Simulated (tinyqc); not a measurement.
Free and trapped electrons in a MOS channel with a dense trap tail: two steps of the calculation.

p-type body, charge-sheet picture, full ionisation (an idealisation for deep acceptors), Boltzmann statistics for free electrons. e = Ec - EF at the surface. Acceptor-like traps of density D(E) = D0 + De exp(-E/Ew) at depth E below Ec, from 0 to Eu, hold n_t = integral of D(E)/(1 + exp((e - E)/Vt)). psi = Eg - Vt ln(Nv/Na) - e; N_dep = sqrt(2 eps0 eps_r Na (psi - Vt)/q); n_f = sqrt(N_dep^2 + 2 eps0 eps_r Vt Nc exp(-e/Vt)/q) - N_dep; Vg = Vfb + psi + q (N_dep + n_t + n_f)/Cox, Cox = eps0 eox/tox.

Inputs (values chosen for the exercise); band and dielectric values close to those of 4H silicon carbide:
- T = 475 K (temperature)
- Eg = 3.26 eV (band gap)
- eps_r = 9.54 (relative permittivity)
- Nc = 3.41e19 cm^-3 (conduction-band density of states at T)
- Nv = 4.88e19 cm^-3 (valence-band density of states at T)
- eox = 3.9 (relative permittivity of the insulator)
- tox = 59 nm (insulator thickness)
- Na = 1.2e16 cm^-3 (acceptor density)
- Vfb = -2.71 V (flat-band voltage without trapped charge)
- D0 = 1e10 cm^-2 eV^-1 (constant background density of acceptor-like traps)
- De = 4.1e13 cm^-2 eV^-1 (density of the tail at the conduction edge)
- Ew = 0.09 eV (decay energy of the tail)
- Eu = 0.65 eV (depth below Ec down to which the traps reach)
- mf = 240 cm^2/(V s) (mobility of free electrons)
- e = 0.112 eV (Ec - EF at the surface)

Constants: q = 1.602176634e-19 C, kB = 1.380649e-23 J/K, Vt = kB T/q, eps0 = 8.8541878128e-14 F/cm where lengths are in cm. Results are converted to the units shown.

Problem 1. Trapped charge. Trapezoid rule on 16 equal steps from 0 to Eu, f = 1/(1 + exp((e - E)/Vt)).

Wanted: E; D(E) f; n_t.

Solution 1.

| point | E (eV) | D(E) f (cm^-2 eV^-1) |
|---|---|---|
| 0 | 0 | 2.4963e12 |
| 1 | 0.040625 | 3.8872e12 |
| 2 | 0.081250 | 5.3318e12 |
| 3 | 0.12187 | 5.9332e12 |
| 4 | 0.16250 | 5.2275e12 |
| 5 | 0.20312 | 3.8824e12 |
| 6 | 0.24375 | 2.6371e12 |
| 7 | 0.28437 | 1.7244e12 |
| 8 | 0.32500 | 1.1118e12 |
| 9 | 0.36562 | 7.1399e11 |
| 10 | 0.40625 | 4.5884e11 |
| 11 | 0.44688 | 2.9593e11 |
| 12 | 0.48750 | 1.9210e11 |
| 13 | 0.52812 | 1.2596e11 |
| 14 | 0.56875 | 8.3837e10 |
| 15 | 0.60938 | 5.7016e10 |
| 16 | 0.65000 | 3.9937e10 |

n_t = 1.3378e12 cm^-2

Problem 2. Charges and gate voltage. psi, N_dep, n_f and Vg as defined, with the n_t given; free share n_f/(n_f + n_t); apparent mobility mf n_f/(n_f + n_t); gate voltage spent on traps q n_t/Cox.

n_t = 1.3378235e12 cm^-2

Wanted: psi; N_dep; n_f; Vg; free share; apparent mobility; gate voltage spent on traps.

Solution 2.

psi = 2.808 V
N_dep = 5.917e11 cm^-2
n_f = 5.502e11 cm^-2
Vg = 6.886 V
free share = 29.14 %
apparent mobility = 69.94 cm^2/(V s)
gate voltage spent on traps = 3.662 V

Numbers from tinyqc (`OMP_NUM_THREADS=1 python tinyqc.py 2222118 2222119 out.jsonl`; about 0.02 s on one thread of a shared Intel Xeon 2.30GHz).
